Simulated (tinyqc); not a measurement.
How the errors depend on the field: Haynes-Shockley experiment: drift, diffusion and decay of a minority-carrier pulse. Computed by tinyqc, a small Python program. Command: `OMP_NUM_THREADS=1 python tinyqc.py 3111914 3111915 out.jsonl haynes walk`. One thread of a shared host (Intel(R) Xeon(R) Processor @ 2.30GHz), about 0.01 s of CPU time with the checks.

A thin sheet of excess carriers is made at x = 0, t = 0 in a long uniform bar; injection is low, so the pulse moves with the minority mobility.

Inputs (values chosen for the exercise, modelled on electrons in p-type silicon in a lightly doped bar):

| quantity | value | unit |
|---|---|---|
| minority mobility mu | 1330 | cm^2/(V s) |
| lifetime tau | 5.8 | microsecond |
| temperature T | 300 | K |
| field F | 15 | V/cm |
| distance d to the collector | 0.6 | cm |
| injected sheet density N0 | 5.2e+09 | 1/cm^2 |

Constants: k_B = 8.617333262e-05 eV/K.

Method:
- D = mu k_B T/e, v = mu F.
- Transit time d/v, diffusion length sqrt(D tau), drift length v tau, Peclet number v d/D = e F d/(k_B T).
- dn(x, t) = N0/sqrt(4 pi D t) exp(-(x - v t)^2/(4 D t) - t/tau).
- At fixed x the signal peaks where d ln(dn)/dt = 0: a t^2 + t/2 - x^2/(4 D) = 0 with a = v^2/(4 D) + 1/tau.
- The full width at half maximum is found by solving dn(x, t) = peak/2 on both sides of the peak.
- With w that width: mu = d/(F t_p); D = (w d)^2/(16 ln2 t_p^3). The field is scaled by the factors listed.

D = 34.3832 cm^2/s

Errors of the simple reading:

| factor | F (V/cm) | v d/D | v^2 tau/(4 D) | error of mu (%) | error of D (%) |
|---|---|---|---|---|---|
| 0.5 | 7.5 | 174.1 | 4.20 | 11.856 | 0.87842 |
| 0.7 | 10.5 | 243.7 | 8.22 | 6.316 | 0.65847 |
| 1.0 | 15.0 | 348.1 | 16.78 | 3.223 | 0.47374 |
| 1.5 | 22.5 | 522.2 | 37.77 | 1.507 | 0.32060 |
| 2.5 | 37.5 | 870.3 | 104.90 | 0.590 | 0.19383 |
| 4.0 | 60.0 | 1392.5 | 268.55 | 0.258 | 0.12144 |
| 7.0 | 105.0 | 2436.9 | 822.44 | 0.102 | 0.06946 |

The error of mu falls from 11.9 to 0.102 %. For large v d/D it is about D/(v d) + 2 D/(v^2 tau), here 0.102 % in the last row: one part from spreading, one from recombination.

Extremes, crossings and ranges named in words are read from the listed rows.
